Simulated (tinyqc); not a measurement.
# Worked calculation: electron continuity equation in a given potential, Scharfetter-Gummel discretisation

Program tinyqc, `OMP_NUM_THREADS=1 python tinyqc.py 2220142 2220143 out.jsonl`; Intel Xeon 2.30GHz, shared host, one thread, about 0.01 s. Printed values are rounded.

Steady state in one dimension: J = q mu n E + q D dn/dx with E = -dpsi/dx and D = mu Vt, dJ/dx = q (n/tau - G), fixed densities nL and nR at the ends. The potential is given, psi = U (x/L)^2, and is not changed by the electrons.

Inputs (values chosen for the exercise); mobility that of a made-up semiconductor:
```
symbol    value        unit                               meaning
T           293           K                           temperature
mu         4070  cm^2/(V s)                     electron mobility
L          0.25          um                  length of the region
nL       1.3e15       cm^-3                      density at x = 0
nR            0       cm^-3                      density at x = L
tau     2.4e-12           s                              lifetime
G             0  cm^-3 s^-1               uniform generation rate
U          -1.3           V  potential difference psi(L) - psi(0)
```

Constants: q = 1.602176634e-19 C, kB = 1.380649e-23 J/K, Vt = kB T/q. Results are converted to the units shown.

Range of the model: The drift velocity mu E exceeds 1e7 cm/s somewhere, where real mobilities no longer stay constant.

## Potential on the mesh

11 equal intervals, h = L/11; psi = U (x/L)^2.

psi, node 0 to 11 (V): 0.00000  -0.01074  -0.04298  -0.09669  -0.17190  -0.26860  -0.38678  -0.52645  -0.68760  -0.87025  -1.07438  -1.30000

## Bernoulli factors

d_i = (psi_(i+1) - psi_i)/Vt; B(d) = d/(exp(d) - 1), B(0) = 1. The flux on interval i is J_i = (q D/h) [n_(i+1) B(d_i) - n_i B(-d_i)].

```
interval       d_i   B(d_i)     B(-d_i)
0         -0.42552  1.22780    0.802285
1         -1.27655  1.77052    0.493972
2         -2.12759  2.41531    0.287722
3         -2.97862  3.13824    0.159620
4         -3.82966  3.91467   0.0850151
5         -4.68069  4.72450   0.0438083
6         -5.53173  5.55372   0.0219879
7         -6.38276  6.39357   0.0108080
8         -7.23380  7.23902  0.00522494
9         -8.08483  8.08733  0.00249233
10        -8.93587  8.93704  0.00117597
```

The largest |d_i| is 8.94, above 2, where central differences lose the sign pattern that keeps densities positive.

## Tridiagonal system for the inner nodes

Row i (1 to 10): B(-d_(i-1)) n_(i-1) + b_i n_i + B(d_i) n_(i+1) = f_i with b_i = -B(-d_i) - B(d_(i-1)) - h^2/(D tau) and f_i = -G h^2/D; the known end values are moved to the right: f_1 loses B(-d_0) nL and f_10 loses B(d_10) nR. h = L/11, D = mu Vt.

```
node  diagonal b  right side f (cm^-3)
1       -1.74272           -1.04297e15
2       -2.07919                     0
3       -2.59587                     0
4       -3.24420                     0
5       -3.97942                     0
6       -4.76743                     0
7       -5.58547                     0
8       -6.41974                     0
9       -7.26246                     0
10      -8.10945                     0
```

## Densities and current

B(d) = d/(exp(d) - 1) with d_i = (psi_(i+1) - psi_i)/Vt; b and f are the diagonal and right side of the balance equations. Solve B(-d_(i-1)) n_(i-1) + b_i n_i + B(d_i) n_(i+1) = f_i (end values already in f), then J_i = (q D/h) [n_(i+1) B(d_i) - n_i B(-d_i)], h = L/11, D = mu Vt.

n, node 0 to 11 (cm^-3): 1.3e15  8.30901e14  2.28777e14  2.70066e13  1.36433e12  2.94701e10  2.72053e8  1.07304e6  1808.00  1.30120  3.99907e-4  0
J, interval 0 to 10 (A/cm^2): -165.085  -39.019  -4.309  -0.212  -0.005  0.000  0.000  0.000  0.000  0.000  0.000

Against a mesh 200 times finer the densities are off by at most 0.34 % of their local values.
